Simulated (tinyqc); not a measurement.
Length of a molecular wire: coherent transport through a tight-binding bridge. Computed by the program tinyqc. T = Gamma_L Gamma_R |G_1n|^2 with the self-energies of semi-infinite chains.

A uniform bridge between two chains:

| parameter | value |
|---|---|
| site energy (eV) | 3.170000 |
| hopping in the bridge (eV) | 0.910000 |
| lead hopping (eV) | 1.740000 |
| couplings (eV) | 0.85, 0.7 |
| E (eV) | -0.240000 |

Transmission against length:

| sites | T | ln T |
|---|---|---|
| 2 | 3.3168e-03 | -5.709 |
| 3 | 2.7746e-04 | -8.190 |
| 4 | 2.3203e-05 | -10.671 |
| 5 | 1.9403e-06 | -13.153 |
| 6 | 1.6226e-07 | -15.634 |
| 7 | 1.3569e-08 | -18.116 |
| 8 | 1.1347e-09 | -20.597 |
| 10 | 7.9347e-12 | -25.560 |

Estimate the missing row, sites = 9.

Computed row:
```
sites           T     ln T
9      9.4886e-11  -23.078
```

E lies outside the band of the bridge (|E - e|/2h = 1.874 > 1), so T decays as exp(-beta n) with beta = 2 arccosh(1.874) = 2.4814 a site; the last two rows give 2.4814.
